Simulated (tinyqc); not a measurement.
Frequency dispersion of an accumulation capacitance by border traps, distributed model: two steps of the calculation.

Traps spread evenly through the insulator exchange electrons with the semiconductor by tunnelling, with tau(x) = t0 exp(2 ka x) at depth x from the interface. The admittance per area Y seen at depth x obeys dY/dx = -Y^2/(i w eps0 eox) + q Nb ln(1 + i w tau)/tau, with Y(0) = i w Cs and w = 2 pi f; the gate sees Y(tox) = G + i w C. Working variable y = Y/(i w), in uF/cm^2. Cox = eps0 eox/tox.

Inputs (values chosen for the exercise); permittivity close to that of aluminium oxide: relative permittivity of the insulator eox = 8.91; insulator thickness tox = 11 nm; semiconductor capacitance in accumulation Cs = 0.81 uF/cm^2; density of border traps Nb = 3.3e18 cm^-3 eV^-1; decay constant of the wave function in the insulator ka = 3.6 1/nm; time constant of a trap at the interface t0 = 1e-11 s; frequency f = 1e6 Hz; depth down to which the steps are taken xe = 2 nm.

Constants: q = 1.602176634e-19 C, eps0 = 8.8541878128e-14 F/cm where lengths are in cm. Results are converted to the units shown.

Task 1. Scales and lumped estimate. Cox; trap-free value 1/(1/Cox + 1/Cs); response depth d = ln(1/(w t0))/(2 ka), where w tau = 1; lumped estimate: all traps within d act as C_bt = q Nb d placed at d/2, so C = 1/{1/[1/(1/Cs + d/(2 eps0 eox)) + C_bt] + (tox - d/2)/(eps0 eox)}.

Give: Cox; trap-free C; d; C_bt; lumped C.

Result 1.

Cox = 0.7172 uF/cm^2
trap-free C = 0.3804 uF/cm^2
d = 1.344 nm
C_bt = 0.07105 uF/cm^2
lumped C = 0.3975 uF/cm^2

The traps within reach amount to 0.0877 Cs and lie in the first 12.2 % of the insulator.

Task 2. Midpoint steps through the active depth. In terms of y: dy/dx = -y^2/(eps0 eox) + s(x), s = q Nb ln(1 + z)/z, z = i w tau. 11 midpoint steps of h = xe/11: y_half = y + (h/2) y'(x, y), y(new) = y + h y'(x + h/2, y_half).

Wanted: x; s; y.

Result 2.

```
point	x (nm)	s (uF/(cm^2 nm))	y (uF/cm^2)
0	0	0.052872-0.000002i	0.81000+0.00000i
1	0.18182	0.052872-0.000006i	0.80459+0.00000i
2	0.36364	0.052872-0.000023i	0.79939+0.00000i
3	0.54545	0.052872-0.000084i	0.79437-0.00001i
4	0.72727	0.052869-0.000312i	0.78953-0.00004i
5	0.90909	0.052838-0.001155i	0.78486-0.00015i
6	1.0909	0.052417-0.004226i	0.78033-0.00054i
7	1.2727	0.047627-0.013542i	0.77570-0.00194i
8	1.4545	0.027327-0.021193i	0.76906-0.00535i
9	1.6364	0.009323-0.013595i	0.75860-0.00843i
10	1.8182	0.002671-0.005933i	0.74646-0.00977i
11	2.0000	0.000733-0.002216i	0.73409-0.01010i
```

Program tinyqc, `OMP_NUM_THREADS=1 python tinyqc.py 2202089 2202090 out.jsonl`; Intel Xeon 2.30GHz, shared host, one thread, about 0.5 s.
